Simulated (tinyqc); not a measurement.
Pressure: conduction-band anticrossing with a localised impurity level.

Host conduction band EM(k) = Eg - al x + c k^2/mM, c = hbar^2/2m0, coupled to a flat level EI by V = C sqrt(x): H = [[EM, V], [V, EI]], E+/- = (EM + EI)/2 +/- sqrt((EM - EI)^2/4 + V^2). The host weight of a state at E is f = 1/(1 + V^2/(E - EI)^2), and its mass at k = 0 is mM/f. The gap is E-(0), the valence top staying at 0.

Constants: hbar^2/2m0 = 3.80998211 eV angstrom^2.

Values chosen for the exercise (host near GaAs; the results hold for these values, not for the real material): Eg = 1.524 eV (gap at Gamma to the s-like level); mM = 0.066 m0 (mass of the host band); EI = 1.678 eV (impurity level, from the valence top of the host); C = 2.1 eV (coupling); al = 1.65 eV (linear shift of the host edge); x = 0.016 (impurity fraction); aM = 111 meV/GPa (pressure coefficient of the host edge); aI = 32 meV/GPa (pressure coefficient of the level).

Eg and EI move linearly with pressure; V is kept. The slope of E- is f aM + (1 - f) aI.

Results:

| P (GPa) | EM (eV) | EI (eV) | E- (eV) | E+ (eV) | host weight of E- | slope of E- (meV/GPa) |
|---|---|---|---|---|---|---|
| 0 | 1.4976 | 1.6780 | 1.3073 | 1.8683 | 0.661 | 84.2 |
| 1 | 1.6086 | 1.7100 | 1.3889 | 1.9297 | 0.594 | 78.9 |
| 2 | 1.7196 | 1.7420 | 1.4649 | 1.9967 | 0.521 | 73.2 |
| 3 | 1.8306 | 1.7740 | 1.5352 | 2.0694 | 0.447 | 67.3 |
| 4 | 1.9416 | 1.8060 | 1.5997 | 2.1479 | 0.376 | 61.7 |
| 5 | 2.0526 | 1.8380 | 1.6588 | 2.2318 | 0.313 | 56.7 |
| 6 | 2.1636 | 1.8700 | 1.7133 | 2.3203 | 0.258 | 52.4 |
| 7 | 2.2746 | 1.9020 | 1.7639 | 2.4127 | 0.213 | 48.8 |
| 8 | 2.3856 | 1.9340 | 1.8112 | 2.5084 | 0.176 | 45.9 |

The unmixed levels cross at 2.28 GPa, where E+ - E- has its minimum 2V = 0.531 eV and the weights are 1/2. The slope of E- falls from 84 to 46 meV/GPa, between the limits aM = 111 and aI = 32, as the state turns impurity-like. The X valleys, which pass below the Gamma edge of the host at high pressure, are left out.

Program tinyqc; command `OMP_NUM_THREADS=1 python tinyqc.py 1081506 1081507 out.jsonl`; about 0.01 s on one thread of a shared Intel(R) Xeon(R) Processor @ 2.30GHz.
